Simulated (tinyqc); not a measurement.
Abrupt p-n junction, non-linear Poisson equation by Newton steps: capacitance and field against bias.

One dimension, p side on the left, n side on the right; net doping C = -Na for x < 0 and +Nd for x > 0. The potential psi is counted from the intrinsic level, and the quasi-Fermi potentials are flat: 0 for holes and -V for electrons, so n = ni exp((psi + V)/Vt) and p = ni exp(-psi/Vt) (Boltzmann statistics, full ionisation, no current).

The Poisson equation d/dx(eps0 eps_r dpsi/dx) = -q (p - n + C) is solved on a mesh of more than 1000 nodes that ends in neutral material (psi_p = -Vt ln(Na/ni), psi_n = Vt ln(Nd/ni) - V). C_j = q d/dV of the integral of p over x, from the linearised equation. ni = sqrt(Nc Nv) exp(-Eg/(2 Vt)), Eg in volts. Depletion approximation: Vbi = Vt ln(Na Nd/ni^2), W = sqrt(2 eps0 eps_r (Vbi - V)(1/Na + 1/Nd)/q), xp = W Nd/(Na + Nd), xn = W Na/(Na + Nd), peak field 2 (Vbi - V)/W, capacitance eps0 eps_r/W. The last column applies it to an abrupt Na-Nd junction.

Inputs (values chosen for the exercise); band and dielectric values close to those of silicon:
```
symbol    value   unit                                 meaning
T           300      K                             temperature
Eg         1.11     eV                                band gap
eps_r      11.9                          relative permittivity
Nc      2.85e19  cm^-3  conduction-band density of states at T
Nv      2.64e19  cm^-3     valence-band density of states at T
Na       2.7e18  cm^-3          acceptor density of the p side
Nd       1.3e17  cm^-3             donor density of the n side
```

Constants: q = 1.602176634e-19 C, kB = 1.380649e-23 J/K, Vt = kB T/q, eps0 = 8.8541878128e-14 F/cm where lengths are in cm. Results are converted to the units shown.

Result of one run:

| peak \|E\| (kV/cm) | C_j (nF/cm^2) | 1/C_j^2 (cm^4/uF^2) | eps0 eps_r/C_j (nm) | abrupt depletion C (nF/cm^2) |
|---|---|---|---|---|
| 171.3 | 121.1 | 68.19 | 87.01 | 116.5 |

Which bias of the p side against the n side V gave this result: 0.14, -1.61, -3.37, -5.12 or -6 V?

V = 0.14 V.

The whole series:

| V (V) | peak \|E\| (kV/cm) | C_j (nF/cm^2) | 1/C_j^2 (cm^4/uF^2) | eps0 eps_r/C_j (nm) | abrupt depletion C (nF/cm^2) |
|---|---|---|---|---|---|
| 0.14 | 171.3 | 121.1 | 68.19 | 87.01 | 116.5 |
| -0.74 | 246.6 | 80.91 | 152.8 | 130.2 | 79.61 |
| -1.61 | 305.4 | 65.10 | 235.9 | 161.8 | 64.43 |
| -2.49 | 355.5 | 55.90 | 320.0 | 188.5 | 55.48 |
| -3.37 | 399.4 | 49.75 | 404.1 | 211.8 | 49.45 |
| -4.25 | 439.0 | 45.26 | 488.1 | 232.8 | 45.04 |
| -5.12 | 474.9 | 41.84 | 571.2 | 251.8 | 41.66 |
| -6 | 508.7 | 39.06 | 655.3 | 269.7 | 38.92 |

With V going from 0.14 to -6 V, C_j falls from 121 to 39.1 nF/cm^2 and the peak field rises from 171 to 509 kV/cm. The slope of 1/C_j^2, read as N = 2/(q eps0 eps_r |slope|), gives 1.23e17 cm^-3 between the first two rows and 1.24e17 cm^-3 between the last two, against Na Nd/(Na + Nd) = 1.24e17 cm^-3; the slopes of all rows agree within 0.6 %, as for uniform doping at both edges. At the end C_j goes as (Vbi - V)^(-0.50) with Vbi = 0.912 V, and it is 0.38 % above the abrupt depletion formula (at the first row 4.0 % above it).

Computed by the program tinyqc: `OMP_NUM_THREADS=1 python tinyqc.py 2000002 2000003 out.jsonl`, one thread of a shared Intel Xeon 2.30GHz, about 0.02 s for the whole run.
